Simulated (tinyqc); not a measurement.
Gain factor and gap resistance from two string resistances.

Problem. At small bit-line voltage each of the 48 cells has the resistance 1/(K x) at overdrive x (no mobility reduction) in series with a gap resistance Rg. Find K, Rg and the share of the gaps at the higher overdrive.

resistance of a string of 48 equal cells at overdrives of 3.5 and 8.4 V (kohm): 774.60451  353.55188

Solution. The resistance per cell is a straight line in 1/x with slope 1/K and intercept Rg.

K = 19.0 uA/V^2
Rg = 1.10 kohm
share of the gaps = 14.9 %

Program tinyqc, `OMP_NUM_THREADS=1 python tinyqc.py 2142262 2142263 out.jsonl`; Intel Xeon 2.30GHz, shared host, one thread, about 1 s.
